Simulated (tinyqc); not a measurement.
Kissinger analysis: growth of a silicide layer between metal and silicon: linear-parabolic kinetics, ramp anneals and Kissinger analysis. Computed by tinyqc, a small Python program. Command: `OMP_NUM_THREADS=1 python tinyqc.py 3006674 3006675 out.jsonl silicide walk`. One thread of a shared host (Intel(R) Xeon(R) Processor @ 2.30GHz), about 0.1 s of CPU time with the checks.

One compound layer of thickness x grows by diffusion through itself and reaction at an interface, dx/dt = 1/(2x/K + 1/v), until the metal is used up at x = a h.

Inputs (values chosen for the exercise, modelled on TiSi2): metal thickness h = 41 nm; silicide formed per metal thickness a = 2.51; prefactor of the parabolic constant K = 1.5e+11 nm^2/s; activation energy E of K = 1.88 eV; prefactor of the interface velocity v = 4.2e+11 nm/s; activation energy E_v = 2.07 eV.

Constants: k_B = 8.617333262e-05 eV/K.

Method:
- The silicide ends at the thickness a h.
- K = K0 exp(-E/(k_B T)), v = v0 exp(-E_v/(k_B T)).
- Temperatures in kelvin are T(C) + 273.15.
- Ramp from x = 0 at 100 C at the rate beta: dx/dT = (1/beta)/(2x/K + 1/v), integrated adaptively (tolerance 1e-9) until x = a h at T_f.
- Plot ln(beta/T_f^2) against 1/(k_B T_f), T_f in kelvin; minus the least-squares slope estimates the activation energy.

final thickness = 102.91 nm

Ramps:
```
beta (C/s)  T_f (C)  1/(k_B T_f) (1/eV)  ln(beta/T_f^2)
0.03         654.25              12.513         -17.171
0.1          700.03              11.924         -16.064
0.3          745.78              11.389         -15.057
1            800.92              10.804         -13.958
3            856.48              10.273         -12.961
10           924.04               9.693         -11.873
30           992.80               9.167         -10.886
```

Kissinger energy = 1.8783 eV

A thousandfold faster ramp raises the completion temperature by only 339 C. The fit gives 1.878 eV, against E = 1.88 eV for diffusion and E_v = 2.07 eV for the interface: diffusion controls. Caution: nucleation and competing phases are left out; disilicides such as CoSi2 and the low-resistance form of TiSi2 start by nucleation and follow this law at best in part.

Extremes, crossings and ranges named in words are read from the listed rows.
